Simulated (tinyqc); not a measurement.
Worked calculation: coherent transport through a tight-binding region between two chains. Computed by tinyqc, a small Python program that keeps every step. Settings: temperature = 77, mu = -0.07. Command: `OMP_NUM_THREADS=1 python tinyqc.py 30820 30821 out.jsonl` (the two numbers bound the seeds that draw the settings). One thread of a shared host (Intel(R) Xeon(R) Processor @ 2.60GHz), about 0.07 s of CPU time with the checks.

## Transmission at E = -0.08 eV

H of the central region (eV), lower triangle:
```
          1         2         3        4
1   0.00000
2  -1.89000   0.00000
3   0.00000  -1.89000   0.00000
4   0.00000   0.00000  -1.89000  0.00000
```

Leads: semi-infinite chains with site energy 0:

| parameter | value |
|---|---|
| lead hopping t (eV) | 2.440000 |
| coupling to the left lead (eV) | 0.280000 |
| coupling to the right lead (eV) | 1.180000 |
| left contact site | 1 |
| right contact site | 4 |

E = -0.08000 eV

Surface Green function g = (E - i sqrt(4 t^2 - E^2)) / (2 t^2); self-energy tc^2 g on each contact site; G = (E - H - Sigma)^(-1); Gamma = -2 Im Sigma; T = Gamma_L Gamma_R |G_LR|^2; local density of states -Im G_ii / pi.

g = -0.00672-0.40978i 1/eV

G (1/eV), lower triangle:
```
                   1                  2                 3                 4
1   0.03783-0.16043i
2   0.52796-0.00739i   0.02207-0.00929i
3  -0.01548+0.16012i   0.00207+0.00700i  0.01557-0.15982i
4  -0.52862+0.01417i  -0.02199+0.00958i  0.52769-0.01376i  0.04432-0.01016i
```

local density of states (1/eV): 0.05107  0.00296  0.05087  0.00324

transmission = 0.02050

## Transmission across the band

The same steps on a grid of energies.

T(E):

| E (eV) | T |
|---|---|
| -4.6360000 | 7.61e-06 |
| -4.1724000 | 0.00008 |
| -3.7088000 | 0.00072 |
| -3.2452000 | 0.02909 |
| -2.7816000 | 0.01897 |
| -2.3180000 | 0.01157 |
| -1.8544000 | 0.02218 |
| -1.3908000 | 0.11752 |
| -0.9272000 | 0.08765 |
| -0.4636000 | 0.02780 |
| 0.0000000 | 0.02032 |
| 0.4636000 | 0.02780 |
| 0.9272000 | 0.08765 |
| 1.3908000 | 0.11752 |
| 1.8544000 | 0.02218 |
| 2.3180000 | 0.01157 |
| 2.7816000 | 0.01897 |
| 3.2452000 | 0.02909 |
| 3.7088000 | 0.00072 |
| 4.1724000 | 0.00008 |
| 4.6360000 | 7.61e-06 |

levels of the isolated region (eV): -3.05808  -1.16808  1.16808  3.05808

## Current

I = (2e/h) int T(E) [f(E - mu - V/2) - f(E - mu + V/2)] dE at 77 K with mu = -0.07 eV, the bias not changing H; 2e^2/h = 77.48092 microsiemens; the integral runs over the band on 4001 points.

Current:

| V (volt) | I (microampere) |
|---|---|
| 0.01000 | 0.01586 |
| 0.05000 | 0.07931 |
| 0.10000 | 0.15876 |
| 0.20000 | 0.31864 |
| 0.40000 | 0.64651 |
| 0.80000 | 1.37377 |
